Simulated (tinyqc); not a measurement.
# One level coupled to a phonon between two leads, self-consistent Born approximation: effect of the coupling

Wide-band leads with mu_L = +V/2 and mu_R = -V/2; phonons in equilibrium, Nq = 1/(exp(w0/kB T) - 1). Scattering links only energies that differ by w0, so a ladder E_k = E1 + k w0 closes on itself; terms that reach past its ends are dropped. Gn and Gp are the electron and hole parts of the spectral function A = Gn + Gp.

|G|^2 = 1/[(E - ed)^2 + (GL + GR + Sin + Sout)^2/4], Gn = |G|^2 (GL fL + GR fR + Sin), Gp = |G|^2 (GL (1 - fL) + GR (1 - fR) + Sout), f = 1/(1 + exp((E - mu)/kB T)). Sin(E) = M^2 [(Nq + 1) Gn(E + w0) + Nq Gn(E - w0)], Sout(E) = M^2 [(Nq + 1) Gp(E - w0) + Nq Gp(E + w0)]. Spectral currents into the level: iL = GL [fL Gp - (1 - fL) Gn], iR = GR [fR Gp - (1 - fR) Gn]. Here E - ed is replaced by E - ed - R(E), with the real part R(E) = (1/2 pi) P int [Sin + Sout](y) dy/(E - y). The total for one spin is I = (q/h) times the integral of iL over all E (all ladders, each long enough that its ends do not matter); the power given to phonons is (1/h) times the integral of E (iL + iR).

Values chosen for this exercise:
- T = 300 K (temperature of leads and phonons)
- w0 = 63 meV (phonon energy)
- ed = 78 meV (level)
- GL = 36 meV (coupling to the left lead)
- GR = 24 meV (coupling to the right lead)
- V = 192 mV (bias)

Constants: q = 1.602176634e-19 C, kB = 1.380649e-23 J/K, h = 6.62607015e-34 J s, Vt = kB T/q. Results are converted to the units shown.

The same in every row: I without phonons (uA) = 1.898.

Result of one run:
```
M (meV)	I (uA)	ratio of the two	power to phonons (nW)	share of I V (%)
14.7	1.889	0.9950	4.190	1.155
```

What becomes of these results when the electron-phonon matrix element M is changed from 14.7 to 32 meV, all else the same?

Result of the changed run:
```
M (meV)	I (uA)	ratio of the two	power to phonons (nW)	share of I V (%)
32	1.855	0.9775	16.37	4.595
```

The whole series:
```
M (meV)	I (uA)	ratio of the two	power to phonons (nW)	share of I V (%)
3.2	1.898	0.9998	0.2118	0.05813
8.9	1.894	0.9982	1.602	0.4403
14.7	1.889	0.9950	4.190	1.155
20.5	1.880	0.9904	7.702	2.134
26.2	1.869	0.9847	11.79	3.286
32	1.855	0.9775	16.37	4.595
37.8	1.839	0.9692	21.18	5.998
```

The ratio to the current without phonons falls from 1.00 to 0.969, and the power to phonons rises from 0.212 to 21.2 nW, as M^(1.98) between the first two rows (lowest order gives 2). Phonons lower the current here: the level lies inside the bias window, and broadening, sidebands and the shift R move weight out of it.

Range of the model: The self-consistent Born approximation keeps only non-crossing phonon lines and no Hartree shift; it is rough once the coupling nears the phonon energy.

Program tinyqc, `OMP_NUM_THREADS=1 python tinyqc.py 2720041 2720042 out.jsonl`; Intel Xeon 2.30GHz, shared host, one thread, about 0.04 s.
